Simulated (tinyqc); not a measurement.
Worked calculation: RKS/BP86 in the sto-6g basis, for H6, spin multiplicity 1. Computed by tinyqc, a small Python program that keeps every step (integrals from PySCF). Settings: charge = 0, multiplicity = 1, basis = sto-6g, energy threshold = 1e-10, iteration cap = 84, orthogonalisation = canonical, start = random, DIIS depth = 3, DIIS from iteration = 2, method = RKS, functional = b88,p86, grid = [15, 14]. Command: `OMP_NUM_THREADS=1 python tinyqc.py 27266 27267 out.jsonl` (the two numbers bound the seeds that draw the settings). One thread of a shared host (Intel(R) Xeon(R) Processor @ 2.60GHz), about 2 s of CPU time with the checks.

Geometry (angstrom):
```
atom         x         y         z
H     0.000000  0.000000  0.000000
H     0.000000  0.000000  1.062000
H     0.000000  0.000000  2.143000
H     0.000000  0.000000  3.205000
H     0.000000  0.000000  4.286000
H     0.000000  0.000000  5.348000
```

Stop when the energy changes by less than 1e-10 hartree and every element of the error matrix X^T (F D S - S D F) X is below 3e-06.

Course of the cycle:
```
iteration  E (hartree)     change  largest element of the error matrix
1          -1.67987309          -                             8.97e-01
2          -2.84199291  -1.16e+00                             4.77e-01
3          -2.85285435  -1.09e-02                             5.77e-01
4          -3.35970795  -5.07e-01                             5.89e-02
5          -3.35649571   3.21e-03                             9.85e-02
6          -3.36674260  -1.02e-02                             2.13e-02
7          -3.36699687  -2.54e-04                             1.44e-02
8          -3.36726114  -2.64e-04                             4.28e-03
9          -3.36728350  -2.24e-05                             2.43e-03
10         -3.36727096   1.25e-05                             4.61e-03
11         -3.36728995  -1.90e-05                             6.81e-04
12         -3.36729048  -5.24e-07                             2.91e-04
13         -3.36729059  -1.09e-07                             1.81e-04
14         -3.36729061  -2.34e-08                             1.56e-04
15         -3.36729072  -1.12e-07                             1.44e-04
16         -3.36729063   9.21e-08                             4.25e-05
17         -3.36729063  -1.88e-09                             1.10e-05
18         -3.36729063   1.05e-10                             1.43e-05
19         -3.36729063  -2.22e-10                             7.81e-06
20         -3.36729063  -4.03e-11                             3.29e-06
21         -3.36729063  -1.20e-11                             1.25e-06
```

Can the last value be used, and what does the course show?

Yes. Converged in 21 iterations. The coarse grid moves the energy by -4.28e-03 hartree. PySCF RKS in the same basis, fine grid = -3.36300938 hartree, which differs from a converged run on this coarse grid by the grid error.
